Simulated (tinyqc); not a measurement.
Hole mobility in a silicon inversion layer, empirical terms and Matthiessen rule: one step of the calculation.

Inversion layer of sheet density Ns on a uniformly doped body. The mobility terms are empirical power laws with prefactors chosen for the exercise; adding their inverses (Matthiessen) is itself an approximation.

Question. Depletion charge and effective field. ni = sqrt(Nc Nv) exp(-Eg/(2 Vt)), Eg in volts; Ndep = sqrt(2 eps0 eps_r Nb (2 Vt ln(Nb/ni) + Vsb)/q); E = q (Ndep + eta Ns)/(eps0 eps_r), in MV/cm.

Inputs (values chosen for the exercise); material values close to those of silicon:
- T = 273 K (temperature)
- Eg = 1.12 eV (band gap)
- eps_r = 11.5 (relative permittivity of the semiconductor)
- Nc = 2.44e19 cm^-3 (conduction-band density of states at T)
- Nv = 2.29e19 cm^-3 (valence-band density of states at T)
- Nb = 1.7e17 cm^-3 (body doping)
- Vsb = 0.6 V (reverse body bias)
- eta = 0.3333 (weight of the inversion charge in the effective field)
- Ns = 2.7e12 cm^-2 (inversion density)

Constants: q = 1.602176634e-19 C, kB = 1.380649e-23 J/K, Vt = kB T/q, eps0 = 8.8541878128e-14 F/cm where lengths are in cm. Results are converted to the units shown.

Find: ni; Ndep; E.

Answer.

ni = 1.0854e9 cm^-3
Ndep = 1.7930e12 cm^-2
E = 0.42373 MV/cm

The depletion charge gives 66.6 % of the field.

Computed by the program tinyqc: `OMP_NUM_THREADS=1 python tinyqc.py 2510115 2510116 out.jsonl`, one thread of a shared Intel Xeon 2.30GHz, about 0.01 s for the whole run.
